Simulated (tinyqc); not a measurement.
Tersoff bond-order potential: one step, computed by the program tinyqc.

E = (1/2) sum_(i, j != i) [A exp(-lambda r_ij) - b_ij B exp(-mu r_ij)], b_ij = (1 + (beta zeta_ij)^n)^(-1/(2n)), zeta_ij = sum_(k != i, j) g(theta_ijk), g = 1 + c^2/d^2 - c^2/(d^2 + (h - cos theta)^2), with theta at atom i. Only nearest neighbours count (cut-off function 1 for them, 0 beyond).

Question. An open trimer. Atom 1 binds atoms 2 and 3, which do not interact. b_12 = b_13 follow from zeta = g(theta); b_21 = b_31 = 1. E = sum over the two bonds of A exp(-lambda r) - (b + 1)/2 B exp(-mu r).

Inputs (values chosen for the exercise, modelled on germanium):
```
quantity                 value        unit
A                       1774.6          eV
B                       413.31          eV
lambda                  2.4451  1/angstrom
mu                      1.7047  1/angstrom
beta                   8.9e-07           -
n                       0.7459           -
c                       109000           -
d                        15.48           -
h                      -0.4336           -
bond length r_12          2.52    angstrom
bond length r_13          2.37    angstrom
angle theta at atom 1      109     degrees
```

Give: g(theta); bond order b_12; repulsive terms; attractive terms B exp(-mu r); energy of the trimer.

Answer.

g(theta) = 2416

bond order b_12 = 0.9932

repulsive terms (eV): 3.742  5.400

attractive terms B exp(-mu r) (eV): 5.631  7.272

energy of the trimer = -3.717 eV

g is least (g = 1) at cos theta = h, 115.7 degrees, wider than the tetrahedral 109.47.
